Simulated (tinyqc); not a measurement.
Drifting, spreading and decaying minority pulse (Haynes-Shockley), explicit time steps: one step of the calculation.

Low injection in a uniform field: dn/dt = D d2n/dx2 - v dn/dx - n/tau with D = mu Vt and v = mu F towards +x. Exact solution on an infinite bar for a Gaussian start at x0: n = N0 exp(-t/tau) exp(-(x - x0 - v t)^2/(2 s^2))/sqrt(2 pi s^2), s^2 = s0^2 + 2 D t.

Problem. Densities after a time step. (L n)_i = a n_(i-1) + b n_i + c n_(i+1), n = 0 beyond the ends. Explicit step: n(new) = n + L n.

a = 0.36482473
b = -0.44371822
c = 0.019591161

| node | n at t = 0 (1e13 cm^-3) |
|---|---|
| 1 | 0.0316561 |
| 2 | 0.3856498 |
| 3 | 1.7283623 |
| 4 | 2.8495877 |
| 5 | 1.7283623 |
| 6 | 0.3856498 |
| 7 | 0.0316561 |
| 8 | 0.0009559 |
| 9 | 0.0000106 |
| 10 | 0.0000000 |
| 11 | 0.0000000 |
| 12 | 0.0000000 |
| 13 | 0.0000000 |

Find: n at t = 1 dt.

Solution.

| node | n at t = 1 dt (1e13 cm^-3) |
|---|---|
| 1 | 0.0252 |
| 2 | 0.2599 |
| 3 | 1.1580 |
| 4 | 2.2496 |
| 5 | 2.0086 |
| 6 | 0.8457 |
| 7 | 0.1583 |
| 8 | 0.0121 |
| 9 | 0.0004 |
| 10 | 0.0000 |
| 11 | 0.0000 |
| 12 | 0.0000 |
| 13 | 0.0000 |

Program tinyqc, `OMP_NUM_THREADS=1 python tinyqc.py 2310033 2310034 out.jsonl`; Intel Xeon 2.30GHz, shared host, one thread, about 0.01 s.
